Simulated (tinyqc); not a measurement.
Holstein polaron on two sites: one step, computed by the program tinyqc.

One electron on sites 1 and 2: H = -t (c1+ c2 + c2+ c1) + hbar omega sum_i b_i+ b_i - g hbar omega sum_i n_i (b_i + b_i+). The symmetric phonon shifts the energy by -g^2 hbar omega/2 and drops out; with b = (b_1 - b_2)/sqrt(2) there remains H = -t sigma_x + hbar omega b+ b - (g hbar omega/sqrt(2)) sigma_z (b + b+). Parity splits it into blocks p = +1 and -1 over phonon numbers n. Zero-point energies are left out. Weights Z refer to mode b alone; the displaced symmetric mode multiplies the full zero-phonon weight by exp(-g^2/2).

Task: The even block in a small basis. Block p: H_nn = n hbar omega - p t (-1)^n - g^2 hbar omega/2, H_(n,n+1) = -(g hbar omega/sqrt(2)) sqrt(n + 1). Take p = +1 and n = 0..N-1.

Inputs (values chosen for the exercise, for a model dimer): hopping t = 25 meV; phonon energy hbar omega = 78.2 meV; coupling g = 2.1; phonon levels kept N = 6.

Give: H, even block.

Result:

H, even block (meV):
```
[[-197.43, -116.12, 0.00, 0.00, 0.00, 0.00],
 [-116.12, -69.23, -164.22, 0.00, 0.00, 0.00],
 [0.00, -164.22, -41.03, -201.13, 0.00, 0.00],
 [0.00, 0.00, -201.13, 87.17, -232.24, 0.00],
 [0.00, 0.00, 0.00, -232.24, 115.37, -259.65],
 [0.00, 0.00, 0.00, 0.00, -259.65, 243.57]]
```
